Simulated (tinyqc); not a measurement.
Coverage along the feature as the dose grows: atomic layer deposition: Langmuir saturation, growth per cycle and coating of deep features. Computed by tinyqc, a small Python program. Command: `OMP_NUM_THREADS=1 python tinyqc.py 3024786 3024787 out.jsonl ald walk`. One thread of a shared host (Intel(R) Xeon(R) Processor @ 2.30GHz), about 0.02 s of CPU time with the checks.

Precursor A sticks only on free sites, so a long enough pulse saturates; co-reactant B then frees the sites again.

Inputs (values chosen for the exercise, modelled on silicon dioxide from an aminosilane and ozone):
```
quantity                                  value    unit
precursor mass M                            174       u
site density q                              2.8  1/nm^2
sticking probability beta on free sites   0.022       -
precursor pressure p                        4.4      Pa
temperature T                               150       C
pulse time t                             0.0091       s
desorption energy E_d                      1.46      eV
aspect ratio a                              5.7       -
```

Feature: round hole.

Constants: u = 1.6605390666e-27 kg; k_B = 1.380649e-23 J/K; k_B = 8.617333262e-05 eV/K.

Method:
- Wall flux F = p/sqrt(2 pi M k_B T); rate of filling k_a = beta F/q; desorption k_d = 1e13 exp(-E_d/(k_B T)) per second. 1/m^2 = 1e-18/nm^2.
- Temperatures in kelvin are T(C) + 273.15.
- Diffusion-limited filling (Gordon) of a round hole of diameter w: a saturation front at depth z needs dz/dt = D_K n/(z (4q/w)), with Knudsen D_K = w c/3 and F = n c/4; including the entrance and floor terms, t = (q/F)(1 + 19a/4 + 3a^2/2). Reaction-limited filling needs ln(100)/k_a at any depth, k_a = beta F/q. Flow is molecular. The front picture holds when the modulus a sqrt(beta) is well above 1.
- Depth reached by the given pulse: solve the same formula for a. Exposure = p x diffusion-limited time; 1 langmuir = 1.33322e-4 Pa s.
- Continuum model with steady gas transport: d2n/dz2 = 3 beta (1 - th) n/d_h^2 (d_h the hydraulic diameter, n = 1 at the mouth, no flux at the floor, 60 cells), d th/dt = beta F n (1 - th)/q; no desorption. Times are multiples of the larger of the Gordon time and ln(100)/k_a.

diffusion-limited time = 0.00503386 s

time to 99 % without desorption, ln(100)/k_a = 0.0137185 s

flux F = 42724.3 1/(nm^2 s)

modulus = 0.845447

Coverage:
```
multiple     t (s)  top cell  quarter depth  half depth  three quarters  floor cell
0.05      0.000686     0.204          0.157       0.125           0.106       0.100
0.10      0.001372     0.366          0.293       0.239           0.207       0.197
0.20      0.002744     0.599          0.511       0.439           0.393       0.377
0.40      0.005487     0.839          0.778       0.720           0.679       0.664
0.60      0.008231     0.936          0.905       0.873           0.850       0.841
0.80      0.010975     0.974          0.961       0.946           0.935       0.931
1.00      0.013718     0.990          0.984       0.978           0.973       0.972
1.30      0.017834     0.997          0.996       0.994           0.993       0.993
```

What does the comparison show, and why?

At a multiple of 0.2 the coverage is 0.60 at the top and 0.38 at the floor. The coverage falls gradually with depth, without a sharp front. In the last row the floor reaches 0.993. Caution: the modulus is not well above 1 or the Gordon time is under three times ln(100)/k_a, so there is no sharp front: the Gordon time is only a lower bound and the reaction time must be met as well.
